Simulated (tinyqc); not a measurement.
Ballistic transport through the one-dimensional subbands of a rectangular nanowire or nanosheet channel. Changing the height a. Computed by tinyqc, a small Python program. Command: `OMP_NUM_THREADS=1 python tinyqc.py 3018502 3018503 out.jsonl wire sweep`. One thread of a shared host (Intel(R) Xeon(R) Processor @ 2.30GHz), about 0.06 s of CPU time with the checks.

Hard walls, parabolic subbands, transport along x. Energies are counted from the bulk conduction band edge at the top of the barrier, which the gate pulls down by U; the source Fermi level lies at the bulk edge when U = 0.

Inputs (values chosen for the exercise, modelled on silicon):
```
quantity                                   value  unit
light mass m_t                              0.19   m_0
heavy mass m_l                             0.909   m_0
width b                                      3.4    nm
equivalent oxide thickness t                 1.5    nm
gate voltage above flat band V_G            0.92     V
drain voltage V_D                           0.57     V
temperature T                                 77     K
mean free path for back-scattering lambda     11    nm
channel length L                              84    nm
```

Valleys: silicon [100] wire.

Constants: hbar^2/(2 m_0) = 3.80998212 eV angstrom^2; k_B = 8.617333262e-05 eV/K; m_0 = 9.1093837015e-31 kg; k_B = 1.380649e-23 J/K; hbar = 1.054571817e-34 J s; eps_0 = 8.8541878128e-12 F/m; e = 1.602176634e-19 C; h = 6.62607015e-34 J s.

Method:
- E_pq = (hbar^2 pi^2/2)(p^2/(m_y b^2) + q^2/(m_z a^2)); valley pairs: (m_x, m_y, m_z) = (m_t, m_t, m_l), (m_t, m_l, m_t), (m_l, m_t, m_t), each with degeneracy g = 2; the 10 lowest subbands are kept.
- F_j(eta) = (1/Gamma(j + 1)) int_0^infinity x^j/(1 + exp(x - eta)) dx, F_0 = ln(1 + exp(eta)). Integrals over x = E/(k_B T) use 160 Gauss-Legendre points in u = sqrt(x) from 0 to sqrt(max(eta, 0) + 32).
- With degeneracy g = 2, eta_i = (U - E_i)/(k_B T) and u = e V_D/(k_B T): line density n = sum_i g sqrt(2 m_x k_B T/pi)/(2 hbar) [F_-1/2(eta_i) + F_-1/2(eta_i - u)]; gate: e n = C_ox (V_G - U/e), C_ox = 3.9 eps_0 2 (a + b)/t (flat-plate estimate); I = (2 e k_B T/h) sum_i g [F_0(eta_i) - F_0(eta_i - u)].
- Linear conductance G = (2 e^2/h) sum_i g f(eta_i), g = 2, f = 1/(1 + exp(-eta_i)), with the barrier frozen at the eta_i above; current per perimeter I/(2(a + b)); with scattering, transmission lambda/(lambda + L) and low-bias resistance (1 + L/lambda)/G.

One run for each value; columns: (1) height a (nm); (2) current per perimeter (microampere/micrometre); (3) ballistic current I (microampere); (4) line density n (1/nm); (5) mean velocity I/(e n) (1e7 cm/s); (6) open modes sum g f:
```
(1)     (2)     (3)     (4)     (5)     (6)
2.5  2764.4  32.620  0.8814  2.3100  4.0078
2.7  2874.4  35.067  0.9457  2.3144  4.1421
2.9  2911.9  36.690  1.0091  2.2694  4.7887
3.2  2839.3  37.478  1.1079  2.1114  6.2151
3.5  2763.7  38.139  1.2017  1.9808  7.2329
3.8  2714.2  39.085  1.2889  1.8926  7.8546
4.1  2668.5  40.027  1.3715  1.8217  8.3456
4.4  2622.5  40.910  1.4505  1.7604  8.7702
```

What does the table show, and why?

Over the rows, current per perimeter (microampere/micrometre) goes from 2760 through a maximum among these rows, 2910 at 2.90, to 2620; ballistic current I (microampere) rises from 32.6 to 40.9 (exponent d ln y / d ln x 0.94 between the first rows and 0.31 between the last); line density n (1/nm) rises from 0.881 to 1.45 (exponent d ln y / d ln x 0.91 between the first rows and 0.79 between the last). V_G is held fixed; thinning the wire lifts the subbands as 1/a^2, which acts as a threshold shift.

Extremes, crossings and ranges named in words are read from the listed rows.
